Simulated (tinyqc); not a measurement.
# Inputs raised by 2 %, one at a time

Model: phonon transmission through an interface between two chains by Green functions. Computed by tinyqc, a small Python program. Command: `OMP_NUM_THREADS=1 python tinyqc.py 3007031 3007032 out.jsonl agf sens`. One thread of a shared host (Intel(R) Xeon(R) Processor @ 2.30GHz), about 0.04 s of CPU time with the checks.

Two semi-infinite chains (masses m_1, m_2; springs k_1, k_2), motion along the chain. The central region holds the end atom of each chain and three interlayer atoms of mass m_b, joined by springs k_b. lambda = omega^2 in eV/(angstrom^2 u); nu = 15.6333042 THz x sqrt(lambda).

Inputs (values chosen for the exercise, for two model chains):
```
quantity,value,unit
mass m_1,42.9,u
spring k_1,13.2,eV/angstrom^2
mass m_2,39.7,u
spring k_2,6.59,eV/angstrom^2
junction spring k_b,6.71,eV/angstrom^2
interlayer mass m_b,20.5,u
probe frequency / lower band top,0.7,-
temperature T,100,K
```

Atoms in the interlayer: three.

Constants: nu for 1 eV/(angstrom^2 u) = 15.6333042 THz; h x 1 THz = 4.135667696 meV; k_B = 8.617333262e-05 eV/K; k_B = 1.380649e-23 J/K; h = 6.62607015e-34 J s.

Method:
- nu_max = 15.6333042 THz x 2 sqrt(k/m); impedance Z = sqrt(k m); long-wave transmission 4 Z_1 Z_2/(Z_1 + Z_2)^2; the probe frequency is the given share of the lower band top.
- In chain i, sin(q_i a/2) = nu/nu_max,i. An outgoing wave makes the next atom move as exp(i q_i a) times the end atom, so the lead adds the self-energy Sigma_i = -k_i exp(i q_i a) to the force-constant matrix; Gamma_i = -2 Im Sigma_i = 2 k_i sin(q_i a).
- A = lambda M - K - Sigma over the central atoms, with K_ii the sum of the springs at i, K_(i,i+1) = -k_b; G = inverse of A; transmission = Gamma_1 Gamma_2 |G_(first,last)|^2.
- Landauer conductance G = k_B int tau(nu) x^2 e^x/(e^x - 1)^2 d nu, x = h nu/(k_B T), from 0 to the lower band top (240 Gauss-Legendre points in s from 0 to 1, nu = nu_top sin(pi s/2)); tau is the transmission, and its thermal mean is G over the value for tau = 1 in the same window; the quantum is g_0 = pi^2 k_B^2 T/(3 h).

Runs:
```
input moved,from,to,conductance G (pW/K),thermal mean of the transmission,long-wave transmission,transmission
base run,-,-,76.71,0.8397,0.9636,0.9338
mass m_1 (u),42.9,43.758,76.42,0.8365,0.9618,0.9319
spring k_1 (eV/angstrom^2),13.2,13.464,76.44,0.8368,0.9618,0.9306
mass m_2 (u),39.7,40.494,76.45,0.8382,0.9654,0.9442
spring k_2 (eV/angstrom^2),6.59,6.7218,76.70,0.8383,0.9654,0.9182
junction spring k_b (eV/angstrom^2),6.71,6.8442,77.14,0.8444,0.9636,0.9500
interlayer mass m_b (u),20.5,20.91,77.08,0.8437,0.9636,0.9249
temperature T (K),100,102,77.89,0.8387,0.9636,0.9338
```

Exponents ln(y'/y) / ln(x'/x):
```
input,conductance G,thermal mean of the transmission,long-wave transmission,transmission
mass m_1,-0.189,-0.189,-0.097,-0.106
spring k_1,-0.174,-0.174,-0.097,-0.175
mass m_2,-0.168,-0.086,0.094,0.559
spring k_2,-0.003,-0.082,0.094,-0.851
junction spring k_b,0.284,0.284,0.000,0.866
interlayer mass m_b,0.244,0.244,0.000,-0.482
temperature T,0.776,-0.059,0.000,0.000
```

Which inputs matter most for each result?

Among the inputs moved here: conductance G answers most in size to temperature T (exponent +0.776), next to junction spring k_b (+0.284). Thermal mean of the transmission answers most in size to junction spring k_b (exponent +0.284), next to interlayer mass m_b (+0.244). Long-wave transmission answers most in size to mass m_1 (exponent -0.097), and about equally to spring k_1 (-0.097); its exponent is below 0.0005 for junction spring k_b, interlayer mass m_b, temperature T. Its exponent 0.000 in junction spring k_b: long waves do not see the junction. Transmission answers most in size to junction spring k_b (exponent +0.866), and about equally to spring k_2 (-0.851); its exponent is below 0.0005 for temperature T.
